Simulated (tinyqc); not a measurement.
# CMOS latch-up, two-transistor model: effect of the temperature

A parasitic pnp (emitter at Vdd, base shunted by Rw) and npn (emitter at ground, base shunted by Rs) feed each other: the npn collector current flows out of the pnp base node, the pnp collector current into the npn base node. Forward-active transistors with constant gains: Icn = Isn exp(Vn/Vt), Icp = Isp (exp(Vp/Vt) - 1). A current Ii is injected into the npn base node.

Isn, Isp and Von are given at 273 K; the currents scale as T^3 exp(-1.12 V/Vt), Von falls by 1.5 mV/K, gains and resistances are fixed. Node equations: Vp/Rw + Icp/bp = Icn and Vn/Rs + Icn/bn = Icp + Ii. Loop gain G = gn gp/[(1/Rw + gp/bp)(1/Rs + gn/bn)], gn = Icn/Vt, gp = (Icp + Isp)/Vt; the off state ends where G = 1, and Ii there is the trigger current. On state with both base-emitter voltages at Von: npn base current Ib = (Von/Rs + bp Von/Rw)/(bn bp - 1), holding current Ih = (bn + 1) Ib + Von/Rs, holding voltage Vh = Vsat + Von + R2 (Ib + Von/Rs).

Parameters, values chosen for the exercise; values close to those of bulk CMOS: current gain of the npn bn = 20.5; current gain of the pnp bp = 2.1; saturation current of the npn at the reference temperature Isn = 8.5e-17 A; saturation current of the pnp at the reference temperature Isp = 8.1e-18 A; substrate resistance shunting the npn Rs = 140 ohm; well resistance shunting the pnp Rw = 420 ohm; resistance from the pnp collector to the npn base R2 = 130 ohm; base-emitter voltage in the on state Von = 0.78 V; saturation voltage Vsat = 0.12 V; supply voltage Vdd = 2.5 V.

Constants: q = 1.602176634e-19 C, kB = 1.380649e-23 J/K, Vt = kB T/q. Results are converted to the units shown.

Results:

| T (K) | Vn at trigger (V) | trigger current (mA) | Ih (mA) | Vh (V) |
|---|---|---|---|---|
| 233 | 0.78892 | 5.7127 | 11.215 | 1.7715 |
| 263 | 0.73634 | 5.3290 | 10.614 | 1.6831 |
| 293 | 0.68234 | 4.9348 | 10.014 | 1.5946 |
| 323 | 0.62695 | 4.5300 | 9.4128 | 1.5061 |
| 383 | 0.51199 | 3.6879 | 8.2111 | 1.3292 |
| 413 | 0.45235 | 3.2494 | 7.6103 | 1.2407 |
| 443 | 0.39120 | 2.7980 | 7.0095 | 1.1522 |

Estimate the missing row, T = 353 K.

Computed row:

| T (K) | Vn at trigger (V) | trigger current (mA) | Ih (mA) | Vh (V) |
|---|---|---|---|---|
| 353 | 0.57018 | 4.1145 | 8.8120 | 1.4176 |

With this row back in the table: As T goes from 233 to 443 K, the trigger current falls from 5.71 to 2.80 mA, Ih falls from 11.2 to 7.01 mA and Vh falls from 1.77 to 1.15 V. Vh exceeds the supply Vdd = 2.5 V, which then cannot sustain a latched state, in 0 of the 8 rows.

tinyqc, about 0.04 s, one thread, Intel Xeon 2.30GHz (shared host): `OMP_NUM_THREADS=1 python tinyqc.py 2670051 2670052 out.jsonl`
